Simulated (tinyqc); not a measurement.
## Subthreshold parameters from three currents

Inverse problem. Far below threshold and for Vds well above Vt the virtual-source current tends to I = Cinv n Vt vx0 exp((Vgs - VT0 + dl Vds + al Vt)/(n Vt)) per width, with constant n; the three currents follow this limit. Find n, dl and VT0.

Inputs (values chosen for the exercise):
- T = 300 K (temperature)
- Cinv = 3.51 uF/cm^2 (inversion capacitance)
- vx0 = 3.06e7 cm/s (velocity at the virtual source)
- al = 3.5 (threshold shift (in units of Vt) from weak to strong inversion)

Constants: q = 1.602176634e-19 C, kB = 1.380649e-23 J/K, Vt = kB T/q. Results are converted to the units shown.

I at (Vgs, Vds) = (-0.2, 0.3), (-0.08, 0.3) and (-0.2, 0.7) V (nA/um): 1.7634140  60.984274  7.9032648

Solution. The first two currents differ in Vgs alone and give n; the first and third differ in Vds alone and give dl; the size of the first then gives VT0.

n = 1.31
dl = 0.127 V/V
VT0 = 0.343 V

Numbers from tinyqc (`OMP_NUM_THREADS=1 python tinyqc.py 2380105 2380106 out.jsonl`; about 0.01 s on one thread of a shared Intel Xeon 2.30GHz).
